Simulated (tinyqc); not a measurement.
# Hexagonal on-chip spiral inductor, lumped pi model: effects of single changes

Outer diameter do = di + 2 n wd + 2 (n - 1) sp, mean da = (do + di)/2, fill p = (do - di)/(do + di), length l = 3.464 n da. L = 2.33 mu0 n^2 da/(1 + 3.82 p), mu0 = 4 pi 1e-7 H/m. Rs = rho l/(wd delta (1 - exp(-th/delta))), delta = sqrt(rho/(pi f mu0)). Cs = n wd^2 eps0 eo/hu across the coil. At each end Cox = l wd eps0 eo/(2 ho) leads to the substrate branch Rsi = 2 rs he/(l wd) in parallel with Csi = l wd eps0 11.7/(2 he). With one end grounded Y = 1/(Rs + i w L) + i w Cs + 1/[1/(i w Cox) + 1/(1/Rsi + i w Csi)], w = 2 pi f; Q = -Im Y/Re Y. Eddy currents in neighbouring turns and in the substrate are left out.

Inputs (values chosen for the exercise); values of the order met in silicon radio-frequency processes:
```
symbol,value,unit,meaning
n,5.5,,number of turns
wd,15,um,line width
sp,2,um,space between turns
di,40,um,inner diameter
th,4,um,metal thickness
rho,2.2,uohm cm,metal resistivity
ho,6,um,oxide below the coil
hu,1.2,um,oxide between coil and underpass
eo,3,,relative permittivity of the oxide
rs,20,ohm cm,substrate resistivity
he,30,um,effective spreading depth in the substrate
f,1.2,GHz,frequency
```

Constants: eps0 = 8.8541878128e-12 F/m. Results are converted to the units shown.

Each table varies one quantity; the others keep the values above.

## Quality factor against frequency

Apparent inductance Im(1/Y)/w; share of the loss Re(substrate branch)/Re Y.

Results:
```
f (GHz),Rs (ohm),w L/Rs,Q,apparent inductance (nH),loss in the substrate (%)
0.18,1.288,2.796,2.794,3.185,0.003200
0.29,1.401,4.142,4.136,3.187,0.01852
0.48,1.561,6.152,6.124,3.194,0.1193
0.79,1.778,8.890,8.749,3.210,0.7288
1.3,2.075,12.53,11.76,3.254,4.038
2.1,2.467,17.03,13.43,3.360,16.58
5.6,3.752,29.86,6.083,4.440,70.86
9.2,4.749,38.75,1.404,8.080,86.15
```

Estimate the missing row, f = 3.4 GHz.

Computed row:
```
f (GHz),Rs (ohm),w L/Rs,Q,apparent inductance (nH),loss in the substrate (%)
3.4,3.002,22.66,11.17,3.624,43.53
```

With this row back in the table: Q goes from 2.79 through a maximum of 13.4 (at f = 2.1 GHz among the rows listed) to 1.40; the exact peak is 13.4 at 2.11 GHz and Q reaches zero at the self-resonance, 10.8 GHz. The share of the substrate rises from 0.00320 to 86.2 %, and the apparent inductance ends at 2.54 times L. At the peak the substrate takes 16.8 % of the loss.

## Effect of the substrate resistivity

Same model as above.

Peak Q and its frequency from a search over f; self-resonance where Im Y = 0; Q at the given f (negative beyond resonance).

The same in every row: L (nH) = 3.184; do (um) = 223.0.

Effect of the substrate resistivity:
```
rs (ohm cm),peak Q,f of the peak (GHz),self-resonance (GHz),Q at f
0.1,19.06,3.850,8.479,11.64
1,17.67,3.271,8.507,11.62
3,16.19,2.769,8.725,11.58
10,14.28,2.253,10.08,11.44
30,13.27,2.177,11.00,11.19
100,15.84,3.375,11.14,11.23
1000,21.28,4.858,11.16,11.67
10000,22.33,5.121,11.16,11.73
```

What does the table show?

As rs goes from 0.1 to 10000, L stays at 3.18 nH, the peak Q goes from 19.1 through a minimum of 13.3 (at rs = 30 among the rows listed) to 22.3, its frequency goes from 3.85 through a minimum of 2.18 (at rs = 30 among the rows listed) to 5.12 GHz and the self-resonance rises from 8.48 to 11.2 GHz. In this model both a very low and a very high resistivity dissipate little: the first shorts the branch to a pure Cox, the second blocks the current. For rs = 0.1, 1 eddy currents in the substrate, left out, would lower Q markedly.

Program tinyqc, `OMP_NUM_THREADS=1 python tinyqc.py 2302198 2302199 out.jsonl`; Intel Xeon 2.30GHz, shared host, one thread, about 0.01 s.
